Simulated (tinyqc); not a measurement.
From results back to parameters: linear model of a band gap against the share of exact exchange. Two cases, with inputs chosen for the exercise.

Problem. Gap and optical dielectric constant were computed at two shares alpha. They follow E = E0 + S alpha and eps = 1 + (e0 - 1)(EP/(EP + S alpha))^2.

Find: S; E0; EP; e0.

Method. The two gaps give S and E0. With q = sqrt((eps1 - 1)/(eps2 - 1)) = (EP + S alpha2)/(EP + S alpha1), EP = S (alpha2 - q alpha1)/(q - 1); e0 follows from either eps.

Case 1.

Values chosen (out of a larger set: of the order of those of Al2O3; not measured data): al12 = (0.3, 0.4) (two shares of exact exchange).

gaps (eV): 8.89100  9.77800

eps: 2.900048  2.792006

Solution.

S = 8.87 eV
E0 = 6.23 eV
EP = 27.2 eV
e0 = 3.29

Case 2.

Values chosen (out of a larger set: of the order of those of TiO2; not measured data): al12 = (0.1, 0.3) (two shares of exact exchange).

gaps (eV): 2.79000  4.63000

eps: 7.494920  6.040911

Solution.

S = 9.20 eV
E0 = 1.87 eV
EP = 12.7 eV
e0 = 8.47

Computed by tinyqc, one run a case: `OMP_NUM_THREADS=1 python tinyqc.py N N+1 out.jsonl` with N = 1880022, 1880077; one thread of a shared Intel(R) Xeon(R) Processor @ 2.30GHz, about 0.01 s a run at most.
